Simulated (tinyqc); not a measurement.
Lowest level against width: zigzag graphene nanoribbon in tight binding.

A zigzag ribbon of N chains, sites A1, B1, A2, ..., BN across it. For each k it is a chain with bonds -2t cos(k/2) (A_n to B_n) and -t (B_n to A_(n+1)), and +D, -D on A and B. A1 and BN are the edge sites; the Dirac points project to k = 2 pi/3.

Parameters, chosen for this exercise (out of a larger set: near those used for graphene; not measured data): t = 2.74 eV (hopping); k = 2.47 (k times the period sqrt3 acc).

D = 0; lowest positive level at the given k, and the estimate t x^N (1 - x^2), x = 2 cos(k/2) (a dash if x >= 1).

Level (eV):

| N | matrix | estimate |
|---|---|---|
| 2 | 0.8967 | 0.6732 |
| 3 | 0.5150 | 0.4437 |
| 4 | 0.3161 | 0.2924 |
| 5 | 0.2007 | 0.1927 |
| 6 | 0.1297 | 0.1270 |
| 8 | 0.05545 | 0.05516 |
| 10 | 0.02399 | 0.02396 |
| 14 | 0.004520 | 0.004520 |

What does the comparison show?

With x = 0.6590 < 1 the level falls exponentially: from N = 10 to 14 by a factor 0.188, against x^4 = 0.189.

Run: tinyqc, `OMP_NUM_THREADS=1 python tinyqc.py 1480885 1480886 out.jsonl`; Intel(R) Xeon(R) Processor @ 2.30GHz, one thread, shared host; about 0.01 s of CPU time with all checks.
